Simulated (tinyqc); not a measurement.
## Field from the level spacing

Inverse problem. In a triangular well E_k = a_k (C F^2/mz1)^(1/3), a_1 = 2.338107, a_2 = 4.087949, C = hbar^2/(2 m0), F in eV/nm (1 MV/cm = 0.1 eV/nm). Find F, E_1, the mean distance 2 E_1/(3 F) of the lowest level and the sheet charge eps0 eps_r F/q behind such a field.

Parameters, values chosen for the exercise: relative permittivity eps_r = 16.1; mass along z of valley set A (1 valley(s)) mz1 = 1.6 m0.

Constants: q = 1.602176634e-19 C, hbar = 1.054571817e-34 J s, m0 = 9.1093837015e-31 kg, eps0 = 8.8541878128e-14 F/cm where lengths are in cm, hbar^2/(2 m0) = 0.0380998212 eV nm^2. Results are converted to the units shown.

spacing of the two lowest levels = 64.630629 meV

Solution. The spacing over a_2 - a_1 is the energy scale (C F^2/mz1)^(1/3), which gives F.

F = 0.460 MV/cm
E_1 = 86.4 meV
mean distance = 1.25 nm
sheet charge over q = 4.09e12 cm^-2

tinyqc, about 1 s, one thread, Intel Xeon 2.30GHz (shared host): `OMP_NUM_THREADS=1 python tinyqc.py 2160044 2160045 out.jsonl`
